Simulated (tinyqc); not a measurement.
Cabrera-Mott growth of a thin oxide under its own electric field. Changing the temperature T. Computed by tinyqc, a small Python program. Command: `OMP_NUM_THREADS=1 python tinyqc.py 3012304 3012305 out.jsonl cabrera sweep`. One thread of a shared host (Intel(R) Xeon(R) Processor @ 2.30GHz), about 0.02 s of CPU time with the checks.

Electrons cross the film freely and set a fixed potential V across it; the field V/x lowers the barrier for ions entering the oxide.

Inputs (values chosen for the exercise, for a model metal):

| quantity | value | unit |
|---|---|---|
| barrier W | 1.18 | eV |
| Mott potential V | 0.74 | V |
| ion charge number z | 3 | - |
| half jump distance b | 1.1 | angstrom |
| prefactor u0 = N Omega nu | 9.5e+13 | angstrom/s |
| starting thickness x0 | 3.1 | angstrom |
| time t | 1300 | s |

Backward hops: kept.

Constants: k_B = 8.617333262e-05 eV/K.

Method. u = u0 exp(-W/(k_B T)), X1 = z b V/(k_B T) with V in volts and k_B T in eV; dx/dt = 2 u sinh(X1/x). t(x) = int_(x0)^x dx / (dx/dt) by Gauss-Legendre quadrature (80 points on each side of (x0 + 2 x)/3), solved for x.

One run for each value:

| temperature T (K) | thickness x (angstrom) | field at time t (MV/cm) | rate at time t (angstrom/s) |
|---|---|---|---|
| 200 | 5.175e+00 | 1.430e+01 | 1.358e-04 |
| 250 | 7.733e+00 | 9.569e+00 | 3.595e-04 |
| 300 | 1.394e+01 | 5.307e+00 | 1.250e-03 |
| 350 | 3.840e+01 | 1.927e+00 | 7.867e-03 |
| 400 | 2.262e+02 | 3.272e-01 | 8.210e-02 |
| 450 | 1.378e+03 | 5.369e-02 | 5.288e-01 |
| 500 | 5.979e+03 | 1.238e-02 | 2.299e+00 |
| 600 | 5.348e+04 | 1.384e-03 | 2.057e+01 |

Give the missing row, temperature T (K) = 550.

Computed row:
```
temperature T (K)  thickness x (angstrom)  field at time t (MV/cm)  rate at time t (angstrom/s)
550                             1.980e+04                3.738e-03                    7.614e+00
```

Interpolating between the two neighbouring rows (linearly) misses most in field at time t (MV/cm), by 84 %. Over the rows, thickness x (angstrom) rises from 5.18 to 53500 (exponent d ln y / d ln x 1.8 between the first rows and 11 between the last); field at time t (MV/cm) falls from 14.3 to 0.00138 (exponent d ln y / d ln x -1.8 between the first rows and -11 between the last); rate at time t (angstrom/s) rises from 1.36e-4 to 20.6 (exponent d ln y / d ln x 4.4 between the first rows and 11 between the last). While x is well below X1, growth stalls where z b V/x has fallen to about W - k_B T ln(u0 t X1/x^2); heat closes that gap, so the film thickens slowly at first and steeply once W/(k_B T) nears that logarithm.

Caution (all rows): the starting field or rate is formal: the first layers form as fast as oxygen arrives. Caution (rows 400, 450, 500, 550, 600): electrons tunnel only through a few nanometres, so beyond about 10 nm a fixed Mott potential is doubtful.
